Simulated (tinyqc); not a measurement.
Metal gate on a two-layer dielectric stack with fixed charge and a dipole: one step of the calculation.

Gate, layer 2, layer 1, p-type semiconductor; x runs from the gate inwards. Charges are counted in units of +q. psi is the band bending at the surface, positive towards inversion. Classical charge, Boltzmann statistics, no interface traps.

Task. Charge in the semiconductor. ni = sqrt(Nc Nv) exp(-Eg/(2 Vt)), Eg in volts. Qs = -sign(psi) sqrt(2 q eps0 eps_r Na Vt [exp(-u) + u - 1 + (ni/Na)^2 (exp(u) - u - 1)]), u = psi/Vt.

Values chosen for this exercise; band and dielectric values those of a made-up semiconductor, layer 1 close to silicon nitride, layer 2 close to aluminium oxide:
```
symbol    value   unit                                 meaning
T           250      K                             temperature
Eg         1.41     eV                                band gap
eps_r       8.9                          relative permittivity
Nc      2.51e19  cm^-3  conduction-band density of states at T
Nv      2.32e19  cm^-3     valence-band density of states at T
Na       9.1e16  cm^-3                        acceptor density
ps        0.669      V   band bending psi of the working point
```

Constants: q = 1.602176634e-19 C, kB = 1.380649e-23 J/K, Vt = kB T/q, eps0 = 8.8541878128e-14 F/cm where lengths are in cm. Results are converted to the units shown.

Give: Qs.

Result.

Qs = -0.12197 uC/cm^2

The surface is depleted or weakly inverted.

Computed by the program tinyqc: `OMP_NUM_THREADS=1 python tinyqc.py 2010107 2010108 out.jsonl`, one thread of a shared Intel Xeon 2.30GHz, about 0.01 s for the whole run.
